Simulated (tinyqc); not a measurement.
Comparisons within one model: donors with valley-orbit split 1s states. A value that a table varies takes the place of the one given here.

Each donor binds at most one electron, in any of its states. For a site s, W_s = sum over its states of g exp(E/kT), and the ionised share is 1/(1 + W_s exp(eta)), eta = (EF - Ec)/kT; n = Nc F_1/2(eta); neutrality n + NA = ND x (mean ionised share); holes are neglected. Nc from N = 2 (m kB T/(4 pi c))^(3/2) with c = hbar^2/2m0, in 1/angstrom^3; times 1e24 for 1/cm^3, m = md. F_j(eta) = (1/Gamma(j + 1)) integral_0^infinity x^j dx/(1 + exp(x - eta)), which tends to exp(eta) for eta << 0.

Mobility (Caughey-Thomas form): mu = mu0 + (mu1 (T/300)^(-ga) - mu0)/(1 + ((ND + NA)/Nr)^de); rho = 1/(e n mu), e = 1.602176634e-19 C.

Constants: hbar^2/2m0 = 3.80998211 eV angstrom^2; kB = 8.617333262e-05 eV/K.

Parameters, chosen for this exercise (near those of P in Si; not measured data): md = 1.045 m0 (density-of-states mass of the conduction band); E = (44.3, 33, 31.1) meV (binding energies of 1s(A1), 1s(T2), 1s(E)); g = (2, 6, 4) (their degeneracies with spin); ND = 1.2e+18 1/cm^3 (donors); NA = 0 1/cm^3 (compensating acceptors, all ionised); T = 200 K; mu0 = 63 cm^2/(V s) (mobility at heavy doping); mu1 = 1447 cm^2/(V s) (mobility at light doping and 300 K); Nr = 8.9e+16 1/cm^3 (reference doping); de = 0.72 (doping exponent); ga = 2.3 (temperature exponent).

## What the excited states change

The last columns keep only the ground state of each site (g = 2).

Results:
```
T (K),effective degeneracy,eta,n (1/cm^3),"n, ground states only",ratio
40,2.31,-6.89,1.33e+15,1.43e+15,0.930
60,2.99,-5.18,1.34e+16,1.64e+16,0.820
80,3.75,-4.45,4.28e+16,5.82e+16,0.735
110,4.82,-3.97,1.12e+17,1.68e+17,0.663
150,5.94,-3.74,2.24e+17,3.58e+17,0.626
200,6.97,-3.68,3.64e+17,5.83e+17,0.625
250,7.72,-3.72,4.88e+17,7.56e+17,0.646
300,8.28,-3.80,5.93e+17,8.78e+17,0.676
400,9.05,-4.00,7.51e+17,1.02e+18,0.738
500,9.56,-4.20,8.57e+17,1.09e+18,0.790
```

The effective degeneracy grows from 2.31 to 9.56. Excited states hold electrons back, so the ratio is never above 1; it is lowest, 0.625, at 200 K of those listed, and 0.676 at 300 K. At low T the excited states empty out, and at high T more donors are ionised (n is 71 % of ND - NA in the last row), so the effect is largest in between.

## Ionisation and resistivity against doping

NA = 0.

Results:
```
ND (1/cm^3),n (1/cm^3),n/ND,mu (cm^2/(V s)),rho (ohm cm),rho at full ionisation
1.0e+14,9.99e+13,0.999,3650,17.1,17.1
1.0e+15,9.94e+14,0.994,3540,1.77,1.76
1.0e+16,9.44e+15,0.944,3057,0.216,0.204
3.0e+16,2.58e+16,0.861,2543,0.0950,0.0818
1.0e+17,6.96e+16,0.696,1794,0.0499,0.0348
3.0e+17,1.53e+17,0.510,1126,0.0362,0.0185
1.0e+18,3.27e+17,0.327,602,0.0317,0.0104
2.0e+18,4.89e+17,0.244,410,0.0311,0.00760
```

From 1e16 to 1e18 1/cm^3 rho falls by a factor 6.82, not 100: the mobility takes a factor 5.08 and incomplete ionisation 2.89. n/ND is below 0.9 from 3e+16 1/cm^3 on. From a few times 1e18 1/cm^3 on, depending on the dopant, the levels merge with the band, and already below that screening lowers the binding energy, so the last rows understate n.

## Compensation sets the slope of the freeze-out

NA = K ND. The slope energy is -d ln(n T^(-p))/d(1/kT) between 30 and 36 K, with p = 3/4 for K = 0 and p = 3/2 otherwise.

Results:
```
K,n(30 K) (1/cm^3),n(36 K) (1/cm^3),slope energy (meV)
0,1.32e+14,6.16e+14,21.74
0.0010,1.44e+13,2.60e+14,40.62
0.010,1.44e+12,3.12e+13,43.44
0.050,2.77e+11,6.01e+12,43.48
0.20,5.83e+10,1.27e+12,43.48
0.50,1.46e+10,3.16e+11,43.48
```

Without acceptors the slope is 21.74 meV, against half the ground-state energy, 22.15; with K = 0.05 it is 43.48 meV, against the full 44.3. The full energy (less a few meV where excited levels lie within a few kT) shows where n is far below NA, since the acceptors then hold EF near the donor level: n(36 K)/NA is 0.22 for K = 0.001 and 0.0001 for K = 0.05; where it is not small, the slope falls short of the full energy.

## What moves the carrier density

All results formed anew. Each row changes one parameter from the base and keeps the others.

Results:
```
case,eta,n (1/cm^3),rho (ohm cm)
base,-3.682,3.642e+17,0.03149
"E = (49.3, 33, 31.1) meV",-3.720,3.506e+17,0.03270
md = 1.149 m0,-3.767,3.860e+17,0.02970
ND = 2.4e+18 1/cm^3,-3.280,5.418e+17,0.03102
NA = 1.2e+17 1/cm^3,-3.885,2.977e+17,0.04060
T = 230 K,-3.700,4.410e+17,0.03454
Nr = 1.78e+17 1/cm^3,-3.682,3.642e+17,0.02162
```

The largest shifts from the base row, up to three for each result and ties (the steps differ in size, so this ranks the rows, not the parameters). eta: ND +0.402, NA -0.203, md -0.085; unchanged at the printed digits by Nr. n (1/cm^3): ND +1.78e+17, T +7.68e+16, NA -6.65e+16; unchanged at the printed digits by Nr. rho (ohm cm): Nr -0.00987, NA +0.00912, T +0.00306.

Computed by tinyqc, a small Python program: `OMP_NUM_THREADS=1 python tinyqc.py 1682328 1682329 out.jsonl` (the numbers bound the seed that draws the inputs); one thread of a shared host (Intel(R) Xeon(R) Processor @ 2.30GHz), about 0.01 s for the whole set of steps.
